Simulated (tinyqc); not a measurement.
From results back to parameters: Slater-Koster d bands of a bcc metal. Four cases, with inputs chosen for the exercise.

Problem. In a bcc d band E(t2g) = +/-((8/3) dds + (16/9) ddp + (32/9) ddd) + f2 (4 ddp + 2 ddd) and E(eg) = +/-((16/3) ddp + (8/3) ddd) + f2 (3 dds + 3 ddd), with + at Gamma and - at H = (1,0,0). ddd is given; the four levels come from hidden dds, ddp and f2.

Find: f2; dds, ddp.

Method. Half differences between Gamma and H give the first-neighbour parts and half sums the second. The eg half difference gives ddp and the t2g one dds. Since 4 ddp + 2 ddd is 3/4 of (16/3) ddp + (8/3) ddd, f2 is 4/3 of the ratio of the t2g half sum to the eg half difference; the eg half sum then serves as a check. Without ddd these four levels would not fix the three integrals.

Case 1.

Values chosen (out of a larger set: of the size met in W; not measured data): ddd = -0.08 eV (dd delta).

levels (eV): t2g Gamma -0.42763, eg Gamma 1.94236, t2g H 5.12971, eg H -8.16964

Solution.

f2 = 0.620

dds, ddp (eV): -1.594  0.988

Case 2.

Values chosen (out of a larger set: of the size met in W; not measured data): ddd = -0.072 eV (dd delta).

levels (eV): t2g Gamma -0.83296, eg Gamma 2.36533, t2g H 4.21592, eg H -6.84001

Solution.

f2 = 0.490

dds, ddp (eV): -1.450  0.899

Case 3.

Values chosen (out of a larger set: of the size met in Mo; not measured data): ddd = -0.097 eV (dd delta).

levels (eV): t2g Gamma -0.78071, eg Gamma 1.97383, t2g H 3.62284, eg H -5.80750

Solution.

f2 = 0.487

dds, ddp (eV): -1.215  0.778

Case 4.

Values chosen (out of a larger set: of the size met in Fe; not measured data): ddd = -0.073 eV (dd delta).

levels (eV): t2g Gamma -0.39543, eg Gamma 1.16109, t2g H 2.02590, eg H -3.30291

Solution.

f2 = 0.487

dds, ddp (eV): -0.660  0.455

Computed by tinyqc, one run a case: `OMP_NUM_THREADS=1 python tinyqc.py N N+1 out.jsonl` with N = 1450595, 1450640, 1450663, 1450749; one thread of a shared Intel(R) Xeon(R) Processor @ 2.30GHz, about 0.05 s a run at most.
